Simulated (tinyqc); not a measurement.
Precursor delivery by bubblers, mass-transport growth and the solid composition of a III-V alloy: one step, computed by the program tinyqc.

1 sccm = 44.615 micromol/min; 1 torr = 133.322 Pa. The sources decompose fully at the surface.

Problem. Bubblers. log10 p_v = a - b/T_bath; molar flow = F x 44.615 x p_v/(p_b - p_v) for a saturated bubbler.

Inputs (values chosen for the exercise, modelled on trimethylgallium (source 1) and trimethylindium (source 2) for the vapour pressures):
```
quantity              value  unit
bath temperature T1     279     K
bath temperature T2     300     K
bubbler pressure p_b    600  torr
carrier flow F1         2.3  sccm
carrier flow F2          37  sccm
```

constants a, b of source 1 (log10 torr, K): 8.067  1703

constants a, b of source 2 (log10 torr, K): 10.56  3014

Give: vapour pressure 1; molar flow 1; vapour pressure 2; molar flow 2.

Solution.

vapour pressure 1 = 91.845 torr

molar flow 1 = 18.547 micromol/min

vapour pressure 2 = 3.2609 torr

molar flow 2 = 9.0205 micromol/min

One kelvin of bath error changes flow 1 by 5.9 % and flow 2 by 7.8 %.
